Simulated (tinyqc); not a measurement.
Ferroelectric with a first-order transition, Landau-Devonshire energy: depolarisation in a thin film.

One domain with free energy u = al P^2 + be P^4 + ga P^6 - E P, al = a0 (T - T0), be < 0 < ga (P in uC/cm^2, E in kV/cm, u in mJ/cm^3). Equilibrium: E = 2 al P + 4 be P^3 + 6 ga P^5; a state is stable against small changes where dE/dP > 0. The coercive field is that of uniform switching, which real films, switching by domains, do not reach.

Imperfect screening, an effective length ls = 0.007 nm at each electrode, adds the energy ls P^2/(eps0 t), so al becomes al + ls/(eps0 t) and T0 falls by ls/(eps0 a0 t) (short-circuited film, background permittivity neglected). Ps^2 = [-be + sqrt(be^2 - 3 al ga)]/(3 ga); Pc^2 = [-3 be + sqrt(9 be^2 - 15 al ga)]/(15 ga), Ec = -E(Pc); susceptibility chi = 1/(eps0 dE/dP). TC = T0 + be^2/(4 a0 ga), where u(Ps) = u(0); T1 = T0 + be^2/(3 a0 ga), where the polar minimum disappears.

Parameters, values chosen for the exercise:
```
symbol     value          unit                             meaning
a0         0.011  kV cm/(uC K)  slope of the quadratic coefficient
T0           450             K             Curie-Weiss temperature
be      -0.00013  kV cm^5/uC^3                 quartic coefficient
ga        7.8e-8  kV cm^9/uC^5             sixth-order coefficient
T            430             K                         temperature
```

Constants: eps0 = 8.8541878128e-14 F/cm where lengths are in cm. Results are converted to the units shown.

Depolarisation in a thin film:
```
t (nm),fall of T0 (K),Ps (uC/cm^2),depolarising field 2 ls Ps/(eps0 t) (kV/cm),u(Ps) (mJ/cm^3)
280,25.67,27.58,15.58,6.540
450,15.97,35.51,12.48,-106.2
710,10.12,37.88,8.435,-193.1
1100,6.534,39.06,5.615,-251.6
1800,3.993,39.82,3.498,-295.1
2800,2.567,40.22,2.271,-320.2
4400,1.633,40.47,1.454,-336.9
6900,1.042,40.63,0.9311,-347.6
11000,0.6534,40.73,0.5855,-354.7
```

As the film thickens from 280 to 11000 nm, Ps rises from 27.6 to 40.7 uC/cm^2 (bulk 40.9) and the depolarising field falls from 15.6 to 0.586 kV/cm. The polar state is the lowest for t > 288 nm and exists at all for t > 271 nm.

Computed by the program tinyqc: `OMP_NUM_THREADS=1 python tinyqc.py 2860042 2860043 out.jsonl`, one thread of a shared Intel Xeon 2.30GHz, about 0.01 s for the whole run.
